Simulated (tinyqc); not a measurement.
Changing the reversing field h = H/H_K: single-domain magnet: Stoner-Wohlfarth switching, Neel-Arrhenius retention, LLG dynamics and spin torque. Computed by tinyqc, a small Python program. Command: `OMP_NUM_THREADS=1 python tinyqc.py 3002090 3002091 out.jsonl macro sweep`. One thread of a shared host (Intel(R) Xeon(R) Processor @ 2.30GHz), about 0.02 s of CPU time with the checks.

The moment is uniform, with unit vector m; z is the easy axis. mu_0 = 1.25663706212e-6 T m/A, gamma = 1.76085963023e11 rad/(s T).

Inputs (values chosen for the exercise, for a model magnet):
```
quantity,value,unit
saturation magnetisation M_s,877,kA/m
diameter d,26,nm
thickness t,1.8,nm
interface anisotropy K_i,1.29,mJ/m^2
bulk anisotropy K_u,0,kJ/m^3
exchange stiffness A,11,pJ/m
temperature T,300,K
attempt frequency f0,1,GHz
field angle psi from the easy axis,25,degrees
waiting time t_w,1e-08,s
```

Shape: thin disc, easy axis normal to it.

Constants: k_B = 1.380649e-23 J/K.

Method:
- The disc is treated as an oblate spheroid with p = t/d: N_z = [1 - p arccos(p)/sqrt(1 - p^2)]/(1 - p^2); V = pi d^2 t/4; K_eff = K_u + K_i/t + K_shape, K_shape = -(mu_0 M_s^2/4)(3 N_z - 1); mu_0 H_K = 2 K_eff/M_s.
- Delta = K_eff V/(k_B T); tau = exp(Delta)/f0; probability of a flip within t_w: P = 1 - exp(-t_w/tau). Wall width parameter sqrt(A/K_eff); a two-domain state costs 4 sqrt(A K_eff) times the cross-section that the wall cuts (d t).
- Energy over K_eff V: e(theta) = sin^2(theta) + 2 h cos(theta - psi) for m at the angle theta from +z and a field that points at psi from -z (it pulls m away from +z towards negative theta); h_sw = (cos^(2/3) psi + sin^(2/3) psi)^(-3/2).
- The metastable minimum and the saddle are the two roots of e'(theta) = sin(2 theta) - 2 h sin(theta - psi) on either side of theta_c = -arctan(tan^(1/3) psi).

One run for each value:
```
reversing field h = H/H_K,barrier / (K_eff V),barrier / (k_B T),minimum theta (degrees),saddle theta (degrees),switching field h_sw
0.020,0.9472,66.84,-0.49,-88.95,0.5445
0.079,0.7965,56.20,-2.06,-85.75,0.5445
0.140,0.6490,45.80,-3.89,-82.24,0.5445
0.200,0.5131,36.20,-5.93,-78.56,0.5445
0.260,0.3873,27.33,-8.29,-74.58,0.5445
0.310,0.2912,20.55,-10.57,-70.96,0.5445
0.370,0.1880,13.27,-13.82,-66.14,0.5445
0.430,0.1005,7.09,-17.93,-60.49,0.5445
0.490,0.0332,2.34,-23.71,-53.20,0.5445
```

What does the table show, and why?

Over the rows, barrier / (K_eff V) falls from 0.947 to 0.0332 (exponent d ln y / d ln x -0.13 between the first rows and -8.5 between the last); barrier / (k_B T) falls from 66.8 to 2.34 (exponent d ln y / d ln x -0.13 between the first rows and -8.5 between the last). Minimum and saddle move towards each other and merge at h_sw, where the barrier vanishes.

Caution (all rows): a flat cylinder has a smaller N_z than the spheroid of the same t/d, so K_eff of a real disc is larger.

Extremes, crossings and ranges named in words are read from the listed rows.
